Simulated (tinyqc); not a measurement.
Small-signal admittance of a forward-biased p+-n diode: two steps of the calculation.

Holes injected into a neutral base of width wb with an ohmic contact at its end; low injection, p0 far above the equilibrium density. A small voltage v exp(i w t), w = 2 pi f, modulates the edge density by p0 v/Vt, and the small-signal density obeys Dp d2p/dx2 = (1/tau + i w) p.

Inputs (values chosen for the exercise); permittivity close to that of silicon: temperature T = 300 K; relative permittivity eps_r = 11.7; donor density of the base Nd = 4.2e16 cm^-3; hole diffusion coefficient Dp = 9 cm^2/s; hole lifetime tau = 6e-8 s; width of the neutral base wb = 2.9 um; excess hole density at the junction edge p0 = 8e14 cm^-3; acceptor density of the p+ side Na = 3e19 cm^-3; signal frequency f = 2e6 Hz.

Constants: q = 1.602176634e-19 C, kB = 1.380649e-23 J/K, Vt = kB T/q, eps0 = 8.8541878128e-14 F/cm where lengths are in cm. Results are converted to the units shown.

Problem 1. Closed-form admittance. L = sqrt(Dp tau); direct current J = (q Dp p0/L) coth(wb/L); k = sqrt(1 + i w tau)/L; diffusion admittance Y = (q Dp p0/Vt) k coth(k wb) = G + i w C_diff; junction capacitance C_j = sqrt(q eps0 eps_r Nd/(2 Vr)) in the depletion approximation, with the remaining barrier Vr = Vt ln(Na/p0), a rough value under forward bias; base-width modulation is left out.

Find: L; J; k wb; Y; C_diff; C_j.

Solution 1.

L = 7.3485 um
J = 4.1822 A/cm^2
k wb = 0.41880+0.14019i
Y = 161.82+5.90i S/cm^2
C_diff = 0.46950 uF/cm^2
C_j = 0.11314 uF/cm^2

G is 1.00 times its low-frequency value J/Vt, and C_diff is 4.15 times C_j.

Problem 2. The same by finite differences. 9 equal intervals, h = wb/9; u = small-signal density over its edge value, u_0 = 1, u_9 = 0; u_(i-1) + b u_i + u_(i+1) = 0 with b = -2 - h^2 (1/tau + i w)/Dp; Y = (q Dp p0/(Vt h)) (-b/2 - u_1), which includes the half box at the edge.

Give: b; u; Y on the mesh.

Solution 2.

b = -2.0019-0.0014i

```
node,u
1,0.88407-0.00356i
2,0.76985-0.00585i
3,0.65712-0.00704i
4,0.54566-0.00728i
5,0.43526-0.00675i
6,0.32570-0.00560i
7,0.21678-0.00399i
8,0.10829-0.00207i
```

Y on the mesh = 161.87+5.94i S/cm^2

Numbers from tinyqc (`OMP_NUM_THREADS=1 python tinyqc.py 2890103 2890104 out.jsonl`; about 0.01 s on one thread of a shared Intel Xeon 2.30GHz).
